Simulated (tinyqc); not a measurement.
Quantum-confined Stark effect in a modulator well, step by step. Values are carried at full precision from step to step, so a last printed digit may differ when a step is redone from the rounded ones.

Constants: hbar^2/2m0 = 3.80998211 eV angstrom^2; e^2/(4 pi eps0) = 14.39964547 eV angstrom; hc = 1239.841984 eV nm.

Parameters, chosen for this exercise (near those of a Ge well in SiGe, direct gap; not measured data): L = 76 angstrom (well width); me = 0.042 m0 (electron, well); mh = 0.2 m0 (heavy hole along z, well); F = 39 kV/cm (field); Vc = 0.408 eV (conduction offset); Vv = 0.11 eV (heavy-hole offset); meb = 0.0561 m0 (electron, barrier); mhb = 0.233 m0 (heavy hole, barrier); Eg = 0.856 eV (gap of the well); mp = 0.066 m0 (heavy hole in the plane); eps = 15.6 (dielectric constant); dE = 7 meV (operating point below the zero-field line); G = 4 meV (half width of the exciton line).

## Estimate for hard walls

Second order: each level moves by -C m (e F)^2 L^4/(2c), C = (15/pi^2 - 1)/(24 pi^2), c = hbar^2/2m0, 1 kV/cm = 1e-5 eV/angstrom. It holds while e F L is no more than about twice 3 c pi^2/(m L^2).

Estimate:
```
carrier     shift (meV)  e F L over the level spacing
electron          -0.06                          0.06
heavy hole        -0.29                          0.30
```

The hole, 4.8 times heavier, carries 83 % of the estimated shift.

## Levels and envelopes

Envelopes on cells of 0.5 angstrom over the well |z| < L/2 and 45 angstrom of barrier on each side, psi = 0 beyond, psi'/m continuous (mean mass between points), c = hbar^2/2m0. The electron sees + e F z and the hole - e F z, each with its offset in the barriers; 1 kV/cm = 1e-5 eV/angstrom. Light holes, band mixing and escape by tunnelling are left out.

Ground levels, squared overlap and separation <z>_h - <z>_e without and with the field.

Results:
```
F (kV/cm)  E_e (meV)  E_h (meV)  overlap^2  separation (angstrom)
0              72.95      17.09      0.999                    0.0
39             72.64      15.89      0.962                    7.7
```

The electron level moves by -0.31 meV (5.1 times the hard-wall estimate, since it leaks into the barriers and sees a wider well) and the hole level by -1.20 meV (4.09 times).

## Exciton

Exciton: in-plane function exp(-rho/lam), 1/mu = 1/me + 1/mp, E(lam) = c/(mu lam^2) - (q/eps) times the integral over k of Fm(k)(1 + (k lam/2)^2)^(-3/2), Fm(k) the double integral of psi_e^2 psi_h^2 exp(-k |z - z'|), q = e^2/(4 pi eps0); binding Eb = -E at the minimum. Line at Eg + E_e + E_h - Eb, strength proportional to overlap^2/lam^2.

Minimise over lam without and with the field.

Results:
```
F (kV/cm)  lam (angstrom)  Eb (meV)  line (eV)      nm  overlap^2/lam^2 (1e-4/angstrom^2)
0                   217.7      4.09     0.9419  1316.3                             0.2107
39                  219.0      4.06     0.9405  1318.3                             0.2006
```

The weaker binding gives back 0.03 meV of the red shift, leaving 1.5 meV; the strength falls to 95 %.

## Contrast at the operating point

With a Gaussian line of half width G, the absorption at E_op = line(0) - dE is proportional to strength x exp(-ln2 ((E_op - line)/G)^2); continuum absorption is left out. Give it at both fields, relative to the zero-field peak.

E_op = 0.9349 eV
wavelength = 1326.1 nm

absorption without and with the field: 0.12  0.25

The field changes the absorption by +0.13 of the zero-field peak. The zero-field tail still absorbs here, since dE is no more than 2G, which costs insertion loss.

## Checks

- Zero-field levels against the matching condition of the square well, meV: largest difference 1.3e-01.
- Slope d(E_e + E_h)/dF against minus the separation (Hellmann-Feynman), angstrom: both -7.7.

Run: tinyqc, `OMP_NUM_THREADS=1 python tinyqc.py 1250422 1250423 out.jsonl`; Intel(R) Xeon(R) Processor @ 2.30GHz, one thread, shared host; about 0.1 s of CPU time with all checks.
